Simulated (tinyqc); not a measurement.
Thermal, flicker and telegraph noise of a field-effect transistor: one step, computed by the program tinyqc.

Strong inversion, threshold roll-off and channel-length modulation left out; noise sources are uncorrelated and are given as one-sided spectral densities. The drain voltage is 50 mV.

Task: Thermal noise and corner. C_ox = 3.9 eps_0/t; I = mu C_ox (W/L) V_ov V_D; g_m = I/V_ov; g_d0 = I/V_D. Thermal: S_I = 4 k_B T g_d0; input-referred S_V = S_I/g_m^2; corner f_c where flicker equals thermal. Total input noise from 1 Hz to f_c: sqrt(S_V,thermal [f_c ln(f_c/1 Hz) + f_c - 1 Hz]).

Inputs (values chosen for the exercise, modelled on a high-k silicon transistor):

| quantity | value | unit |
|---|---|---|
| width W | 12 | micrometre |
| length L | 480 | nm |
| electrical oxide thickness t | 2.1 | nm |
| mobility mu | 390 | cm^2/(V s) |
| overdrive V_ov | 0.49 | V |
| frequency f | 70000 | Hz |
| temperature T | 200 | K |

Operating region: linear. Flicker model: number fluctuation.

g_m = 801.6202 microsiemens

flicker S_I = 5.097018e-23 A^2/Hz

drain current I = 392.7939 microampere

Constants: k_B = 1.380649e-23 J/K; eps_0 = 8.8541878128e-12 F/m; e = 1.602176634e-19 C.

Give: thermal S_I; input-referred thermal noise; corner frequency f_c; input noise up to f_c; full shot noise 2eI over thermal S_I.

Result:

thermal S_I = 8.677e-23 A^2/Hz

input-referred thermal noise = 11.62 nV/sqrt(Hz)

corner frequency f_c = 41119 Hz

input noise up to f_c = 8.034 microvolt

full shot noise 2eI over thermal S_I = 1.451

At f the noise is thermal dominated (f_c/f = 0.587).
